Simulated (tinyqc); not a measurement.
MOS structure on a p-type body, non-linear Poisson equation by Newton steps: effect of the acceptor density deep in the body on threshold, swing and body effect.

One dimension, insulator interface at x = 0, acceptor density Na, uniform, net doping C = -(acceptor density). psi is counted from the intrinsic level: n = ni exp((psi - Vb)/Vt), p = ni exp(-psi/Vt); deep in the body psi_b = -Vt ln(Na/ni). The gate acts through Cox = eps0 eox/tox and has the potential psi_G = Vg - (phiM - chi - Vt ln(Nc/ni)). Boltzmann statistics, full ionisation, classical densities, no oxide or interface charge.

ni = sqrt(Nc Nv) exp(-Eg/(2 Vt)), Eg in volts. The Poisson equation d/dx(eps0 eps_r dpsi/dx) = -q (p - n + C), with eps0 eps_r dpsi/dx = -Cox (psi_G - psi_0) at x = 0, is solved on a mesh of about 600 nodes or more. N_inv is the integral of n less its value deep in the body. VT is the Vg at which N_inv = 2e11 cm^-2. m = 1/(dpsi_0/dVg) at N_inv = 1e8 cm^-2; the swing is the Vg between N_inv = 1e8 and 1e9 cm^-2; body coefficient [VT(Vb + 0.05 V) - VT(Vb)]/0.05 V - 1.

Values chosen for this exercise; band and dielectric values close to those of silicon: temperature T = 250 K; band gap Eg = 1.13 eV; relative permittivity eps_r = 11.6; conduction-band density of states at T Nc = 2.09e19 cm^-3; valence-band density of states at T Nv = 2.02e19 cm^-3; electron affinity chi = 4 eV; relative permittivity of the gate insulator (close to silicon dioxide) eox = 3.9; insulator thickness tox = 1.5 nm; gate work function phiM = 4.42 eV; electron quasi-Fermi potential against the body Vb = 0.5 V.

Constants: q = 1.602176634e-19 C, kB = 1.380649e-23 J/K, Vt = kB T/q, eps0 = 8.8541878128e-14 F/cm where lengths are in cm. Results are converted to the units shown.

Results:
```
Na (cm^-3)  VT (V)  psi_0 - psi_b at VT (V)   m - 1  swing (mV/decade)  body coefficient
1.5e17        1.01                     1.48  0.0428               52.2            0.0470
3.2e17        1.07                     1.50  0.0618               53.1            0.0649
4.7e17        1.11                     1.52  0.0744               53.7            0.0769
6.8e17        1.16                     1.53  0.0891               54.5            0.0907
1e18          1.22                     1.54   0.107               55.4             0.108
1.5e18        1.29                     1.55   0.131               56.5             0.130
```

Estimate the missing row, Na = 2.2e17 cm^-3.

Computed row:
```
Na (cm^-3)  VT (V)  psi_0 - psi_b at VT (V)   m - 1  swing (mV/decade)  body coefficient
2.2e17        1.03                     1.49  0.0515               52.6            0.0552
```

With this row back in the table: As Na goes from 1.5e17 to 1.5e18, VT rises from 1.01 to 1.29 V, the swing rises from 52.2 to 56.5 mV/decade and the body coefficient rises from 0.0470 to 0.130. The swing stays within 0.90 % of m Vt ln 10, and the body coefficient within 0.0042 of m - 1.

Program tinyqc, `OMP_NUM_THREADS=1 python tinyqc.py 2080022 2080023 out.jsonl`; Intel Xeon 2.30GHz, shared host, one thread, about 0.3 s.
